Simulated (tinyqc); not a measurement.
Interface roughness in a thin film (subband fluctuation and scattering): one step. Scattering time and mobility.

Gaussian roughness spectrum S(q) = pi D^2 Lc^2 exp(-q^2 Lc^2/4). Degenerate gas, taken to fill one subband (the second starts to fill once c kF^2/md exceeds E2 - E1, which is not tested here): kF = sqrt(2 pi Ns/gv), q = 2 kF sin(theta/2), 1/tau = (md/(2 pi c hbar)) G^2 times the integral from 0 to pi of S(q)(1 - cos theta)/eps(q)^2 dtheta, eps(q) = 1 + qs/q with screening (qs = gv md q0/(c eps), q0 = e^2/(4 pi eps0), form factors left out, which overstates the screening; other scattering is left out too, so these values lie far above measured mobilities in all but the thinnest films) or 1 without; mobility = tau c2/md with c2 = e/m0 = 1.75882e15 cm^2/(V s^2); 1e12/cm^2 = 1e-4/angstrom^2.

Constants: hbar^2/2m0 = 3.80998211 eV angstrom^2; hbar = 6.58211957e-16 eV s; e^2/(4 pi eps0) = 14.39964547 eV angstrom.

Inputs chosen for the exercise (near those of a thin Ge channel on (111), one valley; not measured data):
```
symbol  value  unit         meaning
md      0.08   m0           mass in the plane
gv      1                   valleys
D       3.6    angstrom     rms height of the roughness
Lc      40     angstrom     correlation length
Ns      0.6    x 1e12/cm^2  sheet density
eps     12.3                mean dielectric constant at the channel
```

G = |dE1/dt| = 5.148970 meV/angstrom

Question. Integrate over theta.

Give: a table of case, integral, tau (fs), mobility (cm^2/(V s)).

Answer.

Results:
```
case      integral  tau (fs)  mobility (cm^2/(V s))
bare         2.022     56.39                   1240
screened    0.6346     179.7                   3951
```

Screening raises the mobility by a factor 3.2. With it kF l = 9.8, so by this rate the carriers are far from localisation. G D = 18.5 meV exceeds EF - E1 = 18.0 meV, though, so the gas breaks into puddles and this rate is not to be trusted.

(tinyqc, `OMP_NUM_THREADS=1 python tinyqc.py 1282765 1282766 out.jsonl`, Intel(R) Xeon(R) Processor @ 2.30GHz, 1 thread, shared host, about 0.01 s.)
